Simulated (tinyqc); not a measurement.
Trading HF for NH4F at fixed fluoride: speciation in dilute and buffered hydrofluoric acid, oxide etch rate and bath loading. Computed by tinyqc, a small Python program. Command: `OMP_NUM_THREADS=1 python tinyqc.py 3121102 3121103 out.jsonl hfetch walk`. One thread of a shared host (Intel(R) Xeon(R) Processor @ 2.30GHz), about 0.01 s of CPU time with the checks.

Concentrations stand for activities, NH4+ and Cl- are spectators, and water ionisation is neglected. H, F and HF2 denote the ions H+, F- and HF2-. The base temperature is 298 K.

Inputs (values chosen for the exercise, of the order of those for thermal oxide at room temperature): HF added = 0.82 mol/L; NH4F added = 0.36 mol/L; K1 = [H][F]/[HF] = 0.00072 mol/L; K2 = [HF2]/([HF][F]) = 3.94 L/mol; K3 = [H2F2]/[HF]^2 = 0 L/mol; rate constant of neutral HF k_a = 10 nm L/(min mol); rate constant of HF2 k_b = 66 nm L/(min mol).

Method:
- Fluoride balance: [HF] + [F] + 2 [HF2] + 2 [H2F2] = HF added + NH4F added. Acid balance: [H] + [HF] + [HF2] + 2 [H2F2] = HF added + HCl added. For a trial [H], [HF] = [H][F]/K1, and the fluoride balance is a quadratic in [F].
- Rate = k_a ([HF] + 2 [H2F2]) + k_b [HF2], an empirical two-term form.
- Total fluoride is held at HF + NH4F added, without HCl; x is the share added as HF.

Against x:
```
x         pH  [F] (mol/L)  [HF] (mol/L)  [HF2] (mol/L)  rate (nm/min)
0.05  5.1210       1.0733        0.0113        0.04771          3.262
0.15  4.4771       0.8662        0.0401        0.13686          9.434
0.30  3.8738       0.5800        0.1077        0.24615         17.323
0.40  3.5087       0.4155        0.1789        0.29282         21.115
0.50  3.1449       0.2811        0.2796        0.30966         23.234
0.60  2.7827       0.1803        0.4130        0.29336         23.492
0.75  2.2428       0.0833        0.6619        0.21737         20.965
0.90  1.6527       0.0301        0.9296        0.11017         16.567
1.00  1.1995       0.0121        1.0658        0.05102         14.025
```

What follows from these numbers?

[HF2] is largest at x = 0.5 and the rate at x = 0.6 among these rows; HF2 needs both HF and F. At its best the mixture etches 1.67 times as fast as HF alone.

Extremes, crossings and ranges named in words are read from the listed rows.
